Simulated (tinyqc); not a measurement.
Precursor delivery by bubblers, mass-transport growth and the solid composition of a III-V alloy: one step, computed by the program tinyqc. Command: `OMP_NUM_THREADS=1 python tinyqc.py 3011430 3011431 out.jsonl movpe_thermo walk`. One thread of a shared host (Intel(R) Xeon(R) Processor @ 2.30GHz), about 0.01 s of CPU time with the checks.

1 sccm = 44.615 micromol/min; 1 torr = 133.322 Pa. The sources decompose fully at the surface.

Problem. Solid composition. A sticks fully. B desorbs: its surface pressure is p_B* = x gamma_B K/sqrt(p_V), ln gamma_B = L0 (1 - x)^2/(R T), K = 10^(log10 K at 1000 K) exp[-(H/R)(1/T - 1/1000)], p_V in torr. With equal diffusivities x = (p_2 - p_B*)/(p_1 + p_2 - p_B*). Growth rate = rate per torr x p_1/(1 - x).

Inputs (values chosen for the exercise, modelled on trimethylgallium (source 1) and trimethylindium (source 2) for the vapour pressures):

| quantity | value | unit |
|---|---|---|
| bath temperature T1 | 275 | K |
| bath temperature T2 | 303 | K |
| growth temperature T | 990 | K |
| flow cross-section A | 57 | cm^2 |
| interaction L0 of the solid | 14.4 | kJ/mol |
| log10 of p_B,eq over pure BC at 1000 K and 1 torr of group V (exaggerated: liquid indium has about -4.1) | -3.4 | log10 torr |
| enthalpy of that equilibrium H | 291 | kJ/mol |

Alloy: mixing on the group-III sites, with desorption of B.

p_V = 0.7466667 torr

vapour fraction of source 2 = 0.08793200

p_1 = 0.007312640 torr

p_2 = 7.050078e-04 torr

growth rate per torr of group III = 402.6946 micrometre/(h torr)

Constants: R = 8.314462618 J/(mol K).

Give: K/sqrt(p_V); solid fraction x; share of B incorporated, 1 - p_B*/p_2; growth rate.

Solution.

K/sqrt(p_V) = 3.235e-04 torr

solid fraction x = 0.07538

share of B incorporated, 1 - p_B*/p_2 = 0.8456

growth rate = 3.185 micrometre/h

Only 85 % of the B supplied is built in; more group V or a lower T would raise it. Caution: the boundary layer is a quarter or more of the root of the cross-section, so it fills much of the channel and depletion along the flow matters.
